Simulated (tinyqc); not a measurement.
Comparisons within one model: band edges of strained Si(1-x)Ge(x) on relaxed Si(1-y)Ge(y). A value that a table varies takes the place of the one given here.

Values are linear in the Ge fraction but for ED(x) = linear - CD x (1 - x) and a(x) = linear - Ca x (1 - x). Energies are on the common scale of Ev.

Coherent growth on a (111) face: e_par = (a(y) - a(x))/a(x), e_perp = -(2 C11 + 4 C12 - 4 C44)/(C11 + 2 C12 + 4 C44) e_par; exx = eyy = ezz = (2 e_par + e_perp)/3 and exy = eyz = ezx = (e_perp - e_par)/3.

A valley with unit axis u lies at Ev + gap + (av + a_valley) tr(e) + Xu (u.e.u - tr(e)/3); the Delta axes are x, y, z and the L axes [111], [1-1-1], [-11-1], [-1-11]. The second-order shift of the Delta valleys under shear is left out; it lowers the pair normal to the sheared plane by tens of meV at a shear of 1 %.

Valence edges: Ev plus the levels of the 6 x 6 matrix of X, Y, Z times spin with -Dso/3 + l exx + m (eyy + ezz) on the diagonal (cyclic), n exy off it, l = av + 2 b, m = av - b, n = sqrt(3) d. Spin-orbit term (Dso/3) L.sigma on X, Y, Z with (L_k)_ij = -i epsilon_kij: <X+|H|Y+> = -i Dso/3, <X+|H|Z-> = Dso/3, <Y+|H|Z-> = -i Dso/3, <Z+|H|X-> = -Dso/3, <Z+|H|Y-> = i Dso/3, <X-|H|Y-> = i Dso/3, and their conjugates; + and - are the spin along z.

Coherent growth: e_par = (a(y) - a(x))/a(x). (001): e_perp = -2 (C12/C11) e_par; exx = eyy = e_par, ezz = e_perp, no shear. (111): e_perp = -(2 C11 + 4 C12 - 4 C44)/(C11 + 2 C12 + 4 C44) e_par; exx = eyy = ezz = (2 e_par + e_perp)/3 and exy = eyz = ezx = (e_perp - e_par)/3. (110): e_perp = -(C11 + 3 C12 - 2 C44)/(C11 + C12 + 2 C44) e_par; exx = eyy = (e_par + e_perp)/2, ezz = e_par, exy = (e_perp - e_par)/2, eyz = ezx = 0.

Inputs chosen for the exercise (end members near Si and Ge, in this order; shifted at random, so the results belong to these values and not to a real crystal):
- a = (5.425, 5.65) angstrom (lattice constant)
- Dso = (0.043, 0.293) eV (spin-orbit splitting)
- av = (2.49, 1.23) eV (valence hydrostatic potential)
- b = (-2.07, -2.53) eV (tetragonal shear potential)
- d = (-4.85, -5.31) eV (trigonal shear potential)
- C11 = (166.6, 126.8) GPa
- C12 = (64.4, 48.1) GPa
- C44 = (78.6, 66.9) GPa
- Ev = (0, 0.65) eV (top of the unstrained valence band)
- ED = (1.143, 0.934) eV (gap to the Delta valleys)
- EL = (2.002, 0.74) eV (gap to the L valleys)
- aD = (1.57, 1.38) eV (hydrostatic potential of the Delta gap)
- aL = (-2.92, -2.66) eV (hydrostatic potential of the L gap)
- XuD = (9.01, 9.77) eV (uniaxial potential, Delta)
- XuL = (16.33, 15.06) eV (uniaxial potential, L)
- CD = 0.178 eV (bowing of the Delta gap)
- Ca = 0.023 angstrom (bowing of the lattice constant)
- face = 111 (growth face)
- y = 0.64 (Ge fraction of the relaxed buffer)
- x = 1 (Ge fraction of the layer)

## Composition of the layer

The buffer is kept. dEc = Ec(buffer) - Ec(layer), dEv = Ev(layer) - Ev(buffer); buffer edges Ev(y) and Ev(y) + min(ED, EL). The digit behind Delta or L counts whole valleys.

Results:

| x | e_par (%) | lowest valleys | gap (eV) | next valleys above (meV) | valence splitting (meV) | dEc (eV) | dEv (eV) |
|---|---|---|---|---|---|---|---|
| 0.09 | 2.21 | Delta6 | 1.001 | 280 | 252 | 0.081 | -0.114 |
| 0.22 | 1.70 | Delta6 | 0.991 | 279 | 186 | 0.075 | -0.098 |
| 0.35 | 1.19 | Delta6 | 0.985 | 271 | 121 | 0.061 | -0.078 |
| 0.48 | 0.66 | Delta6 | 0.979 | 256 | 62 | 0.039 | -0.049 |
| 0.61 | 0.12 | Delta6 | 0.971 | 233 | 11 | 0.008 | -0.011 |
| 0.74 | -0.42 | Delta6 | 0.927 | 122 | 32 | -0.031 | 0.072 |
| 0.87 | -0.97 | L3 | 0.861 | 18 | 67 | -0.061 | 0.168 |
| 1.00 | -1.53 | L3 | 0.673 | 163 | 96 | 0.028 | 0.267 |

The gap is 1.001 eV in the first row and 0.673 eV in the last. The lowest valleys change: Delta6 to L3 between x = 0.74 and 0.87. Per 0.1 of x the valence offset moves by +42 meV on average; the conduction offset lies between -61 and +81 meV, not monotonically. Both carriers sit on one side for x = 1.00, and on opposite sides elsewhere. Offsets below about 30 meV are within the spread of parameter sets, so those rows do not settle the type. Strains above 2 % can be kept only in layers of a few nanometres.

## Composition of the buffer

The layer is kept. dEc = Ec(buffer) - Ec(layer), dEv = Ev(layer) - Ev(buffer); buffer edges Ev(y) and Ev(y) + min(ED, EL). The digit behind Delta or L counts whole valleys.

Results:

| y | e_par (%) | lowest valleys | gap (eV) | next valleys above (meV) | valence splitting (meV) | dEc (eV) | dEv (eV) |
|---|---|---|---|---|---|---|---|
| 0.45 | -2.29 | L3 | 0.639 | 147 | 123 | -0.042 | 0.407 |
| 0.53 | -1.97 | L3 | 0.653 | 154 | 113 | -0.014 | 0.348 |
| 0.61 | -1.65 | L3 | 0.668 | 160 | 101 | 0.016 | 0.289 |
| 0.69 | -1.32 | L3 | 0.682 | 167 | 87 | 0.049 | 0.230 |
| 0.76 | -1.03 | L3 | 0.695 | 173 | 72 | 0.079 | 0.178 |
| 0.84 | -0.69 | L3 | 0.710 | 126 | 52 | 0.113 | 0.119 |
| 0.92 | -0.35 | L3 | 0.725 | 64 | 28 | 0.057 | 0.060 |

The gap is 0.639 eV in the first row and 0.725 eV in the last. The lowest valleys are L3 throughout. Per 0.1 of y the valence offset moves by -74 meV on average; the conduction offset lies between -42 and +113 meV, not monotonically. Both carriers sit on one side for y = 0.61, 0.69, 0.76, 0.84 and 0.92, and on opposite sides elsewhere. Offsets below about 30 meV are within the spread of parameter sets, so those rows do not settle the type. Strains above 2 % can be kept only in layers of a few nanometres.

## The same layer on three faces

dEc = Ec(buffer) - Ec(layer), dEv = Ev(layer) - Ev(buffer); buffer edges Ev(y) and Ev(y) + min(ED, EL). The digit behind Delta or L counts whole valleys.

Results:

| face | e_par (%) | lowest valleys | gap (eV) | next valleys above (meV) | valence splitting (meV) | dEc (eV) | dEv (eV) | Delta spread (meV) | L spread (meV) |
|---|---|---|---|---|---|---|---|---|---|
| (001) | -1.53 | L4 | 0.722 | 30 | 100 | -0.033 | 0.279 | 262 | 0 |
| (111) | -1.53 | L3 | 0.673 | 163 | 96 | 0.028 | 0.267 | 0 | 279 |
| (110) | -1.53 | L2 | 0.627 | 137 | 98 | 0.071 | 0.270 | 108 | 222 |

On (001) only the Delta valleys split (262 meV), on (111) only the L valleys (279 meV), on (110) both (108 and 222 meV). The lowest valleys are L4 on (001), L3 on (111) and L2 on (110); the smallest gap is 0.627 eV on (110) and the largest 0.722 eV on (001).

## What each parameter does

dEc = Ec(buffer) - Ec(layer), dEv = Ev(layer) - Ev(buffer); buffer edges Ev(y) and Ev(y) + min(ED, EL). Each row changes one parameter from the base and keeps the others.

Results:

| case | gap (eV) | valence splitting (meV) | dEc (eV) | dEv (eV) |
|---|---|---|---|---|
| base | 0.6729 | 96.4 | 0.0282 | 0.2671 |
| x = 0.97 | 0.7162 | 90.0 | 0.0080 | 0.2440 |
| y = 0.67 | 0.6783 | 91.0 | 0.0403 | 0.2449 |
| CD = 0.228 eV | 0.6729 | 96.4 | 0.0167 | 0.2671 |
| aD = (1.805, 1.587) eV | 0.6729 | 96.4 | 0.0282 | 0.2671 |
| C12 = (74.06, 55.315) GPa | 0.6664 | 98.6 | 0.0316 | 0.2702 |
| XuD = (10.362, 11.235) eV | 0.6729 | 96.4 | 0.0282 | 0.2671 |
| b = (-2.38, -2.909) eV | 0.6729 | 96.4 | 0.0282 | 0.2671 |
| XuL = (18.779, 17.319) eV | 0.6625 | 96.4 | 0.0386 | 0.2671 |

The largest shifts from the base row, up to three for each result and ties (the steps differ in size, so this ranks the rows, not the parameters). gap (eV): x +0.0433, XuL -0.0105, C12 -0.0065; unchanged at the printed digits by CD, aD, XuD and b. valence splitting (meV): x -6.4, y -5.4, C12 +2.2; unchanged at the printed digits by CD, aD, XuD, b and XuL. dEc (eV): x -0.0202, y +0.0121, CD -0.0115; unchanged at the printed digits by aD, XuD and b. dEv (eV): x -0.0231, y -0.0222, C12 +0.0031; unchanged at the printed digits by CD, aD, XuD, b and XuL. The lowest valleys of the layer are L3, so among the conduction-band potentials only those of that family reach the gap and dEc; the buffer is unstrained. A shift large enough to swap the lowest family would change that.

Computed by tinyqc, a small Python program: `OMP_NUM_THREADS=1 python tinyqc.py 1081276 1081277 out.jsonl` (the numbers bound the seed that draws the inputs); one thread of a shared host (Intel(R) Xeon(R) Processor @ 2.30GHz), about 0.01 s for the whole set of steps.
